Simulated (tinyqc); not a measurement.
# Changing the net doping N

Model: two-band model of a narrow-gap semiconductor with electrons and holes. Computed by tinyqc, a small Python program. Command: `OMP_NUM_THREADS=1 python tinyqc.py 3026191 3026192 out.jsonl bipolar sweep`. One thread of a shared host (Intel(R) Xeon(R) Processor @ 2.30GHz), about 0.07 s of CPU time with the checks.

Two parabolic bands with acoustic scattering (r = -1/2, a = 0), a gap that does not change with T, and fully ionised dopants. Melting is ignored, so values above the melting point are formal, and kappa_L does not change with T. eta_n = (E_F - E_c)/(k_B T), eta_p = -eta_n - E_g/(k_B T).

Inputs (values chosen for the exercise, modelled on PbTe): electron mass m_n = 0.27 m_0; hole mass m_p = 0.29 m_0; electron mobility parameter mu_300,n = 1100 cm^2/(V s); hole mobility parameter mu_300,p = 730 cm^2/(V s); temperature exponent p = 1.5; band gap E_g = 0.33 eV; lattice thermal conductivity kappa_L = 1.1 W/(m K); temperature T = 560 K.

Doping: p-type.

Constants: k_B = 8.617333262e-05 eV/K; m_0 = 9.1093837015e-31 kg; k_B = 1.380649e-23 J/K; hbar = 1.054571817e-34 J s; e = 1.602176634e-19 C.

Method:
- With x = E/(k_B T), a = alpha k_B T (0 for a parabolic band), G = x (1 + a x), D = 1 + 2 a x and <y> = int y f (1 - f) dx, f = 1/(1 + exp(x - eta)): tau = tau_0 G^r/D; transport function s = G^(3/2 + r)/D^2; n = N_0 <G^(3/2)> with N_0 = (2 m k_B T)^(3/2)/(3 pi^2 hbar^3).
- Integrals over x = E/(k_B T) use 160 Gauss-Legendre points in u = sqrt(x) from 0 to sqrt(max(eta, 0) + 32).
- Neutrality: p - n = N, with n = N_0(m_n) <x^(3/2)> at eta_n and p = N_0(m_p) <x^(3/2)> at eta_p.
- sigma = e mu_0 N_0 <s> with mu_0 = e tau_0/m = mu_300 (T/300 K)^(-p); |S| = (k_B/e)(<x s>/<s> - eta); Lorenz number L = (k_B/e)^2 (<x^2 s>/<s> - (<x s>/<s>)^2); kappa_e = L sigma T; zT = S^2 sigma T/(kappa_L + kappa_e).
- Hall factor r_H = <x^(3/2)> <x^(1/2)>/<s>^2.
- Both bands together (these totals replace the one-band zT): sigma = sigma_n + sigma_p; S = (sigma_p |S_p| - sigma_n |S_n|)/sigma; kappa_bip = (sigma_n sigma_p/sigma)(|S_n| + |S_p|)^2 T; kappa_e = (L_n sigma_n + L_p sigma_p) T; zT = S^2 sigma T/(kappa_L + kappa_e + kappa_bip); weak-field R_H = (r_p sigma_p^2/p - r_n sigma_n^2/n)/(e sigma^2), where the Hall factors r_n and r_p are <x^(3/2)> <x^(1/2)>/<s>^2.

One run for each value; columns: (1) net doping N (1/cm^3); (2) Seebeck coefficient S (microvolt/K); (3) zT; (4) bipolar thermal conductivity (W/(m K)); (5) conductivity sigma (S/cm); (6) Hall coefficient R_H (cm^3/C):
```
(1)          (2)         (3)         (4)     (5)      (6)
2.40e+16  -75.72  5.8624e-03  3.1322e-01    26.2  -4.4165
6.50e+16  -50.91  2.6220e-03  3.1597e-01    26.0  -3.6682
1.80e+17   18.75  3.5510e-04  3.1635e-01    25.9  -1.4677
4.80e+17  163.93  3.1313e-02  2.7933e-01    29.2   2.8652
1.30e+18  279.82  1.6744e-01  1.5989e-01    49.7   4.0811
3.60e+18  254.63  3.4487e-01  6.0634e-02   120.1   1.9176
9.70e+18  185.02  4.0866e-01  1.9492e-02   296.9   0.7208
2.60e+19  117.35  2.9250e-01  4.7708e-03   686.8   0.2593
7.20e+19   63.89  1.1860e-01  5.3915e-04  1490.7   0.0897
```

Describe and explain the trends.

Over the rows, Seebeck coefficient S (microvolt/K) goes from -75.7 through a maximum among these rows, 280 at 1.30e18, to 63.9; zT lies between 3.55e-4 and 0.409 without a single trend; bipolar thermal conductivity (W/(m K)) goes from 0.313 through a maximum among these rows, 0.316 at 1.80e17, to 5.39e-4. Heavier doping suppresses the minority band but lowers the single-band |S|; only doping far below the intrinsic density gives the intrinsic values.

Extremes, crossings and ranges named in words are read from the listed rows.
